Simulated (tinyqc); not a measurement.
Worked calculation: Pariser-Parr-Pople SCF with singles CI, for the molecule C=Cc1cccc(Cl)c1 (SMILES; centres numbered as the heavy atoms are written). One step of it, computed by the program tinyqc.

Problem. Singles CI, triplets. Over the 4 single excitations with the smallest orbital gaps: A = (e_a - e_i) delta - (ij|ab), with (pq|rs) = sum c_mp c_mq gamma_mn c_nr c_ns.

orbital energies (eV): -14.927886  -13.644832  -12.283708  -10.808202  -10.161947  -0.859867  0.123650  1.437806  3.612850

coefficients:
```
          MO1        MO2        MO3        MO4        MO5        MO6        MO7        MO8
1C   0.102366  -0.196953   0.415643  -0.149487   0.506157   0.540665  -0.010029  -0.431340
2C   0.202406  -0.301419   0.487925  -0.109583   0.342612  -0.374820   0.021613   0.533590
3C   0.380722  -0.370517   0.235474   0.082107  -0.387901  -0.398344  -0.014100  -0.333469
4C   0.301555  -0.309618  -0.135560  -0.397154  -0.382214   0.299158  -0.492499   0.024314
5C   0.288832  -0.170383  -0.422816  -0.441659   0.090057   0.159480   0.515980   0.302880
6C   0.330224   0.004120  -0.452748  -0.009198   0.448734  -0.411509  -0.024312  -0.455230
7C   0.438615   0.178952  -0.167872   0.423223   0.242268   0.167784  -0.492991   0.338203
8Cl  0.434579   0.750886   0.318395  -0.323605  -0.147960  -0.037934   0.102541  -0.063657
9C   0.372767  -0.110948   0.045112   0.567616  -0.199522   0.307659   0.486104  -0.005503

           MO9
1C    0.144766
2C   -0.273936
3C    0.484802
4C   -0.397950
5C    0.349563
6C   -0.327632
7C    0.352175
8Cl  -0.057606
9C   -0.392073
```

repulsion gamma_rs (eV), lower triangle:
```
            1C         2C         3C         4C         5C         6C         7C        8Cl
1C   11.130000
2C    7.552098  11.130000
3C    5.238975   7.554401  11.130000
4C    3.670089   5.239934   7.554730  11.130000
5C    2.868972   3.670608   5.239934   7.554401  11.130000
6C    2.763568   3.276952   4.668972   5.239789   7.554586  11.130000
7C    3.276892   3.670525   5.239789   4.669146   5.240118   7.554730  11.130000
8Cl   2.776548   2.883502   3.700694   3.298458   3.700887   5.328850   7.828022  13.000000
9C    4.668858   5.239789   7.554586   5.240118   4.669283   5.239934   7.554401   5.328504

           9C
9C  11.130000
```

Give: triplet CI matrix; triplet excitation energies.

Solution.

triplet CI matrix (eV), lower triangle:
```
        5>6      4>6      5>7     4>7
5>6  3.2449
4>6  0.2888   4.5168
5>7  0.0377   0.1770   4.6924
4>7  0.1770  -0.1312  -0.3035  4.1478
```

triplet excitation energies (eV): 3.1398  4.0505  4.4674  4.9441
